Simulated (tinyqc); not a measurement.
Spin coating of a resist or spin-on film: centrifugal thinning, evaporation and the final thickness (Emslie and Meyerhofer models). Changing the starting thickness h0. Computed by tinyqc, a small Python program. Command: `OMP_NUM_THREADS=1 python tinyqc.py 3111776 3111777 out.jsonl spincoat sweep`. One thread of a shared host (Intel(R) Xeon(R) Processor @ 2.30GHz), about 0.2 s of CPU time with the checks.

A Newtonian film stays uniform over the wafer; solvent and solids have the same density and the concentration is uniform through the thickness.

Inputs (values chosen for the exercise, of the order of those of a polymer resist in an ester solvent): solids volume fraction c0 = 0.26; kinematic viscosity of the solvent nu_s = 0.89 mm^2/s; viscosity constant k = 940 mm^2/s; viscosity exponent gamma = 2.5; spin speed f = 1500 rpm; evaporation rate at 1000 rpm e0 = 0.39 micrometre/s; time t = 1.5 s; wafer radius R = 150 mm; shrinkage in the bake = 8.8 %.

Method:
- omega = 2 pi f/60; nu(c) = nu_s + k c^gamma; evaporation rate e = e0 sqrt(f/1000 rpm).
- Flow constant K = 2 omega^2/(3 nu(c0)); Reynolds number of the air omega R^2/nu_air with nu_air = 15 mm^2/s.
- dh/dt = -K h^3 gives h = h0/sqrt(1 + 2 K h0^2 t); for long times h = 1/sqrt(2 K t).
- Full model for solids s and liquid l per area, h = s + l, c = s/h: ds/dt = -c Q, dl/dt = -(1 - c) Q - e, Q = 2 omega^2 h^3/(3 nu(c)); integrated adaptively (relative tolerance 1e-9) until l = 0.
- Dry film = s at l = 0, before the bake; film after the bake = s x (1 - shrinkage).

One run for each value:
```
starting thickness h0 (micrometre)  dry film (nm)  h(t) without evaporation (micrometre)  time to dry (s)
20                                         2937.1                                 15.846           19.102
39                                         3107.8                                 21.618           21.089
75                                         3133.9                                 24.543           21.617
140                                        3137.6                                 25.538           21.752
280                                        3138.2                                 25.862           21.792
540                                        3138.2                                 25.943           21.801
1000                                       3138.2                                 25.965           21.804
2000                                       3138.2                                 25.971           21.804
```

Over the rows, dry film (nm) rises from 2940 to 3140; h(t) without evaporation (micrometre) rises from 15.8 to 26.0 (exponent d ln y / d ln x 0.47 between the first rows and 3.6e-4 between the last); time to dry (s) rises from 19.1 to 21.8. At the high end the exponent of dry film is 0.00, close to 0: the excess is flung off.
